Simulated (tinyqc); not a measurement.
Quantum-well laser, gain and threshold: one step of the calculation.

One electron and one heavy-hole subband per well, parabolic, with equal sheet densities n of electrons and holes; k-conserving transitions, TE polarisation, no line broadening, so the gain starts as a step at E0 and peaks there. All wells are pumped alike.

Task. Gain spectrum at threshold. At photon energy E: fe = 1/(1 + exp(((mr/me)(E - E0) - Fc)/Vt)), fh = 1/(1 + exp(((mr/mh)(E - E0) - Fv)/Vt)), g = g0(E0)(E0/E)(fe + fh - 1).

Values chosen for this exercise; well values close to those of strained InGaAs:
```
symbol,value,unit,meaning
T,300,K,temperature
E0,1.29,eV,lowest transition energy
me,0.0573,m0,in-plane electron mass
mh,0.141,m0,in-plane hole mass
```

Constants: q = 1.602176634e-19 C, kB = 1.380649e-23 J/K, Vt = kB T/q. Results are converted to the units shown.

```
point,E - E0 (eV)
0,0
1,0.002
2,0.004
3,0.006
4,0.008
5,0.01
6,0.012
7,0.014
```

Fc = 0.021105665 eV
Fv = -0.012486697 eV
mr = 0.040742814 m0
g0(E0) = 8704.0172 1/cm

Find: fe; fh; g.

Result.

```
point,fe,fh,g (1/cm)
0,0.6935,0.3815,652.9
1,0.6817,0.3763,503.5
2,0.6696,0.3710,352.7
3,0.6573,0.3658,200.7
4,0.6448,0.3607,47.6
5,0.6321,0.3555,-106.5
6,0.6192,0.3504,-261.5
7,0.6062,0.3454,-417.1
```

The gain turns into absorption at E - E0 = Fc + Fv = 0.00862 eV (Bernard-Duraffourg condition), inside the listed range.

tinyqc, about 0.02 s, one thread, Intel Xeon 2.30GHz (shared host): `OMP_NUM_THREADS=1 python tinyqc.py 2840129 2840130 out.jsonl`
